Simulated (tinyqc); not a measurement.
Implant damage, amorphisation by cascade overlap, and solid-phase epitaxial regrowth: one step, computed by the program tinyqc.

Range and width of the damage are inputs. Dynamic annealing enters only through the surviving share f.

Problem. Overlap model. Gibbons model: a point turns amorphous after n + 1 hits; with y = A_i Q the amorphous share is 1 - exp(-y) sum_(k=0..n) y^k/k!. Doses are set by y.

Inputs (values chosen for the exercise, modelled on germanium ions in silicon): overlaps needed n = 1; area amorphised by one track A_i = 0.42 nm^2.

Give: the table «Amorphous share» with the columns Q (1/cm^2), direct impact (n = 0), given n, for y = 0.1, 0.3, 0.6, 1.0, 2.0, 3.0, 5.0, 8.0.

Solution.

Amorphous share:
```
y    Q (1/cm^2)  direct impact (n = 0)  given n
0.1   2.381e+13                 0.0952   0.0047
0.3   7.143e+13                 0.2592   0.0369
0.6   1.429e+14                 0.4512   0.1219
1.0   2.381e+14                 0.6321   0.2642
2.0   4.762e+14                 0.8647   0.5940
3.0   7.143e+14                 0.9502   0.8009
5.0   1.190e+15                 0.9933   0.9596
8.0   1.905e+15                 0.9997   0.9970
```

At small y the share grows as y^2; between the first rows the exponent is 1.88.
